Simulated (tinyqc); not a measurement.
Inputs raised by 10 %, one at a time: critical temperature from a phonon spectrum: McMillan, Allen-Dynes and the linearised Eliashberg equation. Computed by tinyqc, a small Python program. Command: `OMP_NUM_THREADS=1 python tinyqc.py 3022307 3022308 out.jsonl eliashberg sens`. One thread of a shared host (Intel(R) Xeon(R) Processor @ 2.30GHz), about 0.05 s of CPU time with the checks.

alpha^2 F(omega) = sum_i (lambda_i omega_i/2) delta(omega - omega_i), so that lambda = 2 int alpha^2 F/omega d omega = sum_i lambda_i.

Inputs (values chosen for the exercise, for a model metal):

| quantity | value | unit |
|---|---|---|
| peak energy omega_1 | 19.7 | meV |
| coupling lambda_1 | 0.4 | - |
| peak energy omega_2 | 46.6 | meV |
| coupling lambda_2 | 0.371 | - |
| Coulomb pseudopotential mu* | 0.1 | - |

Peaks in alpha^2 F: two.

Constants: k_B = 8.617333262e-05 eV/K.

Method:
- omega_log = exp(sum lambda_i ln omega_i / lambda); omega_rms = sqrt(sum lambda_i omega_i^2 / lambda).
- McMillan form: k_B T_c = (omega_log/1.2) exp[-1.04 (1 + lambda)/(lambda - mu* (1 + 0.62 lambda))]. Allen-Dynes multiplies it by f1 f2: f1 = [1 + (lambda/L1)^(3/2)]^(1/3), L1 = 2.46 (1 + 3.8 mu*); f2 = 1 + (omega_rms/omega_log - 1) lambda^2/(lambda^2 + L2^2), L2 = 1.82 (1 + 6.3 mu*) omega_rms/omega_log.
- Linearised Eliashberg equation at omega_n = (2n + 1) pi k_B T, n = 0..N-1: lambda(j) = sum_i lambda_i omega_i^2/(omega_i^2 + (2 pi j k_B T)^2); K_mn = lambda(m - n) + lambda(m + n + 1) - 2 mu*(N) - delta_mn [2m + 1 + lambda(0) + 2 sum_(j=1..m) lambda(j)], with 1/mu*(N) = 1/mu* + ln(omega_rms/omega_N), omega_N = (2N + 1) pi k_B T. T_c is where the largest eigenvalue rho of K is zero.
- N is the smallest integer at or above 8 omega_max/(2 pi k_B T_AD), omega_max the highest peak and T_AD the Allen-Dynes value.

Runs:

| input moved | from | to | T_c, Eliashberg (K) | T_c, Allen-Dynes (K) | T_c, McMillan form (K) | omega_log (meV) |
|---|---|---|---|---|---|---|
| base run | - | - | 14.58 | 15.66 | 15.01 | 29.81 |
| peak energy omega_1 (meV) | 19.7 | 21.67 | 15.45 | 16.43 | 15.77 | 31.32 |
| coupling lambda_1 | 0.4 | 0.44 | 15.98 | 17.10 | 16.33 | 29.21 |
| peak energy omega_2 (meV) | 46.6 | 51.26 | 15.13 | 16.42 | 15.71 | 31.21 |
| coupling lambda_2 | 0.371 | 0.4081 | 16.54 | 17.68 | 16.89 | 30.43 |
| Coulomb pseudopotential mu* | 0.1 | 0.11 | 13.42 | 14.55 | 13.97 | 29.81 |

Exponents ln(y'/y) / ln(x'/x):

| input | T_c, Eliashberg | T_c, Allen-Dynes | T_c, McMillan form | omega_log |
|---|---|---|---|---|
| peak energy omega_1 | 0.606 | 0.505 | 0.519 | 0.519 |
| coupling lambda_1 | 0.957 | 0.923 | 0.886 | -0.214 |
| peak energy omega_2 | 0.384 | 0.494 | 0.481 | 0.481 |
| coupling lambda_2 | 1.320 | 1.271 | 1.240 | 0.215 |
| Coulomb pseudopotential mu* | -0.877 | -0.773 | -0.753 | 0.000 |

To which inputs is each result most sensitive?

Among the inputs moved here: T_c, Eliashberg answers most in size to coupling lambda_2 (exponent +1.320), next to coupling lambda_1 (+0.957). T_c, Allen-Dynes answers most in size to coupling lambda_2 (exponent +1.271), next to coupling lambda_1 (+0.923). T_c, McMillan form answers most in size to coupling lambda_2 (exponent +1.240), next to coupling lambda_1 (+0.886). omega_log answers most in size to peak energy omega_1 (exponent +0.519), next to peak energy omega_2 (+0.481); its exponent is below 0.0005 for Coulomb pseudopotential mu*.

Extremes, crossings and ranges named in words are read from the listed rows.
